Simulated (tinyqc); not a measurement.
# Keating valence-force model of a tetrahedral crystal, step by step

A worked calculation. Computed by tinyqc, a small Python program that keeps every step. Command: `OMP_NUM_THREADS=1 python tinyqc.py 3015564 3015565 out.jsonl keating walk`. One thread of a shared host (Intel(R) Xeon(R) Processor @ 2.30GHz), about 0.02 s of CPU time with the checks. Intermediate numbers are printed to about 6 digits and carried at full precision; extremes and crossings named in words are read from the listed rows.

Atom A sits at 0 and atom B at a/4 (1,1,1) of an fcc lattice; the four bonds from A are t = a/4 (1,1,1), a/4 (1,-1,-1), a/4 (-1,1,-1), a/4 (-1,-1,1), of length d = sqrt(3) a/4. Energy: E = (3 alpha/(8 d^2)) sum over bonds (r.r - d^2)^2 + (3 beta/(8 d^2)) sum over pairs of bonds at one atom (r_i.r_j + d^2/3)^2; both atoms have the mass M. The cell holds two atoms, Omega = a^3/4. 1 N/m = 1 J/m^2.

Inputs (values chosen for the exercise, for a model crystal):

| quantity | value | unit |
|---|---|---|
| lattice constant a | 4.154 | angstrom |
| atomic mass M | 10.6 | u |
| bond stretching alpha | 99.8 | N/m |
| bond bending beta | 29.7 | N/m |
| mesh divisions n | 4 | - |
| temperature T | 77 | K |

Structure: diamond.

wave vector q (2 pi/a): 0.63  0.18  0

Constants: 1 eV/angstrom^2 = 16.02176634 J/m^2; nu for 1 eV/(angstrom^2 u) = 15.6333042 THz; 1 THz = 33.35640952 1/cm; u = 1.6605390666e-27 kg; h x 1 THz = 4.135667696 meV; k_B = 8.617333262e-05 eV/K.

## Dynamical matrix at q

With displacements u exp(i q.r), each bracket changes by g.u, where g = (g_A, g_B): bond t, g = (-2 t, 2 t exp(i q.t)); pair (i, j) at A, g = (-(t_i + t_j), t_i exp(i q.t_j) + t_j exp(i q.t_i)); pair at B, g = (-t_i exp(-i q.t_j) - t_j exp(-i q.t_i), t_i + t_j). Then D_mn = sum over the 4 bonds and 12 pairs of (4 k/a^2) conj(g_m) g_n / sqrt(M_m M_n), with k = alpha or beta converted to eV/angstrom^2.

D(q) (eV/(angstrom^2 u)):
```
                  A x               A y               A z               B x
A x           3.50073           0.08600  0.00000+0.13092i          -1.60808
A y           0.08600           3.06651  0.00000+0.02498i           0.38500
A z  0.00000-0.13092i  0.00000-0.02498i           3.08813  0.00000-0.25290i
B x          -1.60808           0.38500  0.00000+0.25290i           3.50073
B y           0.38500          -1.60808  0.00000+1.32517i           0.08600
B z  0.00000+0.25290i  0.00000+1.32517i          -1.60808  0.00000+0.13092i

                  B y               B z
A x           0.38500  0.00000-0.25290i
A y          -1.60808  0.00000-1.32517i
A z  0.00000-1.32517i          -1.60808
B x           0.08600  0.00000-0.13092i
B y           3.06651  0.00000-0.02498i
B z  0.00000+0.02498i           3.08813
```

## Frequencies at q

Diagonalise the Hermitian matrix D. An eigenvalue lambda of D in eV/(angstrom^2 u) gives nu = 15.6333042 THz x sqrt(lambda). The weight on A is the sum of |e|^2 over the three components of atom A.

frequencies (THz): 14.5651  15.6837  21.6217  34.5628  35.8764  36.2247

weights on atom A: 0.5  0.5  0.5  0.5  0.5  0.5

With equal masses the inversion that swaps the two atoms makes every weight one half.

## Elastic constants and internal strain

C11 = (alpha + 3 beta)/a, C12 = (alpha - beta)/a, C44 = 4 alpha beta/(a (alpha + beta)); with the two sublattices clamped C44(0) = (alpha + beta)/a; internal-strain parameter zeta = (alpha - beta)/(alpha + beta); B = (C11 + 2 C12)/3.

C11 = 454.742 GPa

C12 = 168.753 GPa

C44 = 220.400 GPa

clamped C44(0) = 311.748 GPa

internal-strain parameter zeta = 0.541313

bulk modulus B = 264.083 GPa

Letting the sublattices shift lowers C44 by 29 %, which is zeta^2. A shear is shared between bond lengths and angles. The model fixes 2 C44 (C11 + C12)/((C11 - C12)(C11 + 3 C12)) = 1.000 whatever alpha and beta are.

## Optical mode at the zone centre

mu = M/2; lambda = 4 (alpha + beta)/mu with the springs in eV/angstrom^2; nu = 15.6333042 THz x sqrt(lambda).

reduced mass mu = 5.3 u

Raman frequency = 38.6120 THz

the same as a wavenumber = 1287.96 1/cm

## Frequencies at the zone boundary

The formulas are those given above.

Frequencies (THz) at points given in 2 pi/a:

| point | nu 1 | nu 2 | nu 3 | nu 4 | nu 5 | nu 6 |
|---|---|---|---|---|---|---|
| X (1, 0, 0) | 18.4912 | 18.4912 | 30.2722 | 30.2722 | 33.8963 | 33.8963 |
| L (0.5, 0.5, 0.5) | 13.0753 | 13.0753 | 29.0322 | 30.0743 | 36.3308 | 36.3308 |
| W (1, 0.5, 0) | 20.4561 | 20.4561 | 27.3028 | 27.3028 | 35.2619 | 35.2619 |
| K (0.75, 0.75, 0) | 17.0837 | 22.1668 | 26.9387 | 28.6774 | 34.6271 | 35.7340 |

At X the two longitudinal modes are degenerate (30.27 THz), as the diamond symmetry demands.

## Lowest frequency at X

Take the lowest frequency at X = (1, 0, 0) 2 pi/a, the transverse acoustic (TA) mode.

TA frequency at X = 18.4912 THz

## Transverse acoustic branch against its sound line

The sound line is nu = v q/(2 pi) with v = sqrt(C44/rho), rho = (M_A + M_B)/Omega; the clamped line uses C44(0).

Frequencies (THz) along G-X:

| q (2 pi/a) | lowest branch | sound line, relaxed C44 | sound line, clamped C44(0) | third-lowest frequency | highest frequency |
|---|---|---|---|---|---|
| 0.05 | 1.2743 | 1.2749 | 1.5163 | 1.8304 | 38.5959 |
| 0.15 | 3.8081 | 3.8248 | 4.5489 | 5.4693 | 38.4657 |
| 0.30 | 7.5132 | 7.6496 | 9.0977 | 10.7928 | 38.0115 |
| 0.45 | 10.9980 | 11.4744 | 13.6466 | 15.8339 | 37.2074 |
| 0.60 | 14.1082 | 15.2992 | 18.1955 | 20.4739 | 35.9931 |
| 0.75 | 16.6138 | 19.1239 | 22.7444 | 24.6191 | 34.8550 |
| 0.90 | 18.1710 | 22.9487 | 27.2932 | 28.2066 | 34.0691 |
| 1.00 | 18.4912 | 25.4986 | 30.3258 | 30.2722 | 33.8963 |

At small q the branch follows the relaxed line (1.000 of it, against 0.840 of the clamped one): in a long shear wave the sublattices shift against each other. At X it reaches 73 % of the relaxed line. Real tetrahedral semiconductors have flatter TA branches than a Keating model fitted to their elastic constants, which needs longer-ranged terms to mend.

## Thermal sums on a mesh

Mesh: q = sum_i (m_i + 1/2)/n b_i, m_i = 0..n-1, with b = [[-1, 1, 1], [1, -1, 1], [1, 1, -1]] in 2 pi/a; sums over the six modes are averaged over the n^3 points and halved, per atom. With x = h nu/(k_B T) and n = 1/(exp(x) - 1) for each mode: F = k_B T [x/2 + ln(1 - exp(-x))], U = k_B T x (n + 1/2), S/k_B = x n - ln(1 - exp(-x)), C/k_B = x^2 n (n + 1). The acoustic share counts the three lowest modes at each q; zero-point energy = sum h nu/2.

free energy F = 163.866 meV/atom

entropy S = 0.0100617 k_B/atom

heat capacity C = 0.0350339 k_B/atom

acoustic share of C = 0.999976

zero-point energy = 163.880 meV/atom

C is 1 % of the classical value; the optical modes are still largely frozen out. Caution: the mesh is too coarse for this temperature: four more divisions change S by over 1 %.

Checks made by the program: slopes of the acoustic branches along [110] against C11, C12 and the relaxed C44 (relative difference 1e-06); zone-centre optical mode against D(q = 0) (relative difference below 1e-10); longitudinal modes at X against the diagonal of D (relative difference below 1e-10).
